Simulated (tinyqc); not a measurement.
Hexagonal on-chip spiral inductor, lumped pi model: quality factor against frequency.

Outer diameter do = di + 2 n wd + 2 (n - 1) sp, mean da = (do + di)/2, fill p = (do - di)/(do + di), length l = 3.464 n da. L = 2.33 mu0 n^2 da/(1 + 3.82 p), mu0 = 4 pi 1e-7 H/m. Rs = rho l/(wd delta (1 - exp(-th/delta))), delta = sqrt(rho/(pi f mu0)). Cs = n wd^2 eps0 eo/hu across the coil. At each end Cox = l wd eps0 eo/(2 ho) leads to the substrate branch Rsi = 2 rs he/(l wd) in parallel with Csi = l wd eps0 11.7/(2 he). With one end grounded Y = 1/(Rs + i w L) + i w Cs + 1/[1/(i w Cox) + 1/(1/Rsi + i w Csi)], w = 2 pi f; Q = -Im Y/Re Y. Eddy currents in neighbouring turns and in the substrate are left out.

Apparent inductance Im(1/Y)/w; share of the loss Re(substrate branch)/Re Y.

Inputs (values chosen for the exercise); values of the order met in silicon radio-frequency processes:
```
symbol  value     unit                                     meaning
n         2.5                                      number of turns
wd          4       um                                  line width
sp          2       um                         space between turns
di         40       um                              inner diameter
th          4       um                             metal thickness
rho       2.2  uohm cm                           metal resistivity
ho        8.1       um                        oxide below the coil
hu        1.4       um            oxide between coil and underpass
eo        3.9                   relative permittivity of the oxide
rs        100   ohm cm                       substrate resistivity
he         50       um  effective spreading depth in the substrate
```

Constants: eps0 = 8.8541878128e-12 F/m. Results are converted to the units shown.

Result of one run:

| f (GHz) | Rs (ohm) | w L/Rs | Q | apparent inductance (nH) | loss in the substrate (%) |
|---|---|---|---|---|---|
| 130 | 12.19 | 33.54 | 7.290 | 2.032 | 10.25 |

What becomes of these results when the frequency f is changed from 130 to 29 GHz, all else the same?

Result of the changed run:

| f (GHz) | Rs (ohm) | w L/Rs | Q | apparent inductance (nH) | loss in the substrate (%) |
|---|---|---|---|---|---|
| 29 | 5.759 | 15.84 | 15.06 | 0.5202 | 1.192 |

The whole series:

| f (GHz) | Rs (ohm) | w L/Rs | Q | apparent inductance (nH) | loss in the substrate (%) |
|---|---|---|---|---|---|
| 2.5 | 1.815 | 4.333 | 4.330 | 0.5008 | 0.02867 |
| 4.1 | 2.238 | 5.764 | 5.756 | 0.5011 | 0.06270 |
| 6.7 | 2.803 | 7.521 | 7.495 | 0.5017 | 0.1332 |
| 11 | 3.560 | 9.722 | 9.642 | 0.5034 | 0.2813 |
| 18 | 4.540 | 12.47 | 12.22 | 0.5080 | 0.5871 |
| 29 | 5.759 | 15.84 | 15.06 | 0.5202 | 1.192 |
| 48 | 7.409 | 20.38 | 17.82 | 0.5581 | 2.501 |
| 78 | 9.444 | 25.98 | 17.94 | 0.6876 | 5.041 |
| 130 | 12.19 | 33.54 | 7.290 | 2.032 | 10.25 |

Q goes from 4.33 through a maximum of 17.9 (at f = 78 GHz among the rows listed) to 7.29; the exact peak is 18.5 at 63.6 GHz and Q reaches zero at the self-resonance, 149 GHz. The share of the substrate rises from 0.0287 to 10.2 %, and the apparent inductance ends at 4.06 times L. At the peak the substrate takes 3.76 % of the loss. For f = 78, 130 the coil is longer than 0.15 of a wavelength in the oxide, where one lumped section is rough.

Numbers from tinyqc (`OMP_NUM_THREADS=1 python tinyqc.py 2302115 2302116 out.jsonl`; about 0.01 s on one thread of a shared Intel Xeon 2.30GHz).
